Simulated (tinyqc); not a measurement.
Voltage acceleration of oxide breakdown, four models on the same data: two steps of the calculation.

Field E = V/tox in MV/cm. Models: ln(t63/1 s) = a - c X with X = E (E model), -1/E (1/E model), ln V (power law, c the exponent n) or sqrt(E).

Values chosen for this exercise: oxide thickness tox = 8 nm; use voltage Vu = 3.4 V; stress temperature Ts = 373 K; use temperature Tu = 378 K; activation energy Ea = 0.99 eV; factor for area and percentile ks = 2.3e-5.

Constants: q = 1.602176634e-19 C, kB = 1.380649e-23 J/K. Results are converted to the units shown.

Problem 1. Fitting the models. The three stress times were made with the E model, c = 5.02, and are treated as data. For each model fit ln t63 on X by least squares over the three points.

```
stress,V (V),t63 (s)
0,5.78,1.902e6
1,6.73,4900
2,8.01,1.592
```

Find: c; a; largest misfit in ln t63 (0: below 0.002).

Solution 1.

```
model,c,a,largest misfit in ln t63 (0: below 0.002)
E,5.020,50.73,0.0000
1/E,362.9,-35.39,0.7558
power,42.96,90.04,0.3759
sqrt E,29.42,93.64,0.1868
```

The worst misfit of any model is 0.76 in ln t63, a factor of 2.13 in time, comparable to the scatter of t63 from small samples, so such data hardly tell the models apart.

Problem 2. Projection to use conditions. Project to Vu, multiply by exp[(Ea q/kB)(1/Tu - 1/Ts)] and by ks; ten years are 3.15576e8 s. The largest voltage for ten years solves the same relation for V.

```
model,c,a
E,5.0200594,50.728307
1/E,362.87705,-35.394220
power,42.964336,90.035806
sqrt E,29.420626,93.642659
```

Give: temperature factor; lifetime; largest voltage for ten years.

Solution 2.

temperature factor = 0.6654

```
model,lifetime (years),largest voltage for ten years (V)
E,2.824,3.199
1/E,2.486e9,4.395
power,8976,3.983
sqrt E,103.1,3.667
```

The lifetimes span 8.94 decades, from the E model (most cautious) to the 1/E model; the allowed voltage spans 3.20 to 4.40 V. 3 of the four models pass ten years at Vu. Lifetimes beyond a thousand years are formal extrapolations.

Range of the model: All four laws are empirical fits; none is established far below the stress range.

Program tinyqc, `OMP_NUM_THREADS=1 python tinyqc.py 2070109 2070110 out.jsonl`; Intel Xeon 2.30GHz, shared host, one thread, about 0.01 s.
